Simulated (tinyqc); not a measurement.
# Permittivity and interlayer from two capacitances

Inverse problem. A two-layer stack has Cox = eps0/(t1/e1 + t2/e2) and EOT = 3.9 eps0/Cox. Find e2, the EOT of layer 1 and, with e1 given, t1.

Inputs (values chosen for the exercise): relative permittivity of layer 1 e1 = 3.92.

Constants: eps0 = 8.8541878128e-14 F/cm where lengths are in cm. Results are converted to the units shown.

Cox at t2 = 2.4 and 7.3 nm (uF/cm^2): 2.9581037  1.7932018

Answer. EOT is linear in t2 with slope 3.9/e2, and its intercept is the EOT of layer 1.

e2 = 25.20
EOT of layer 1 = 0.7959 nm
t1 = 0.8000 nm

Numbers from tinyqc (`OMP_NUM_THREADS=1 python tinyqc.py 2010032 2010033 out.jsonl`; about 0.01 s on one thread of a shared Intel Xeon 2.30GHz).
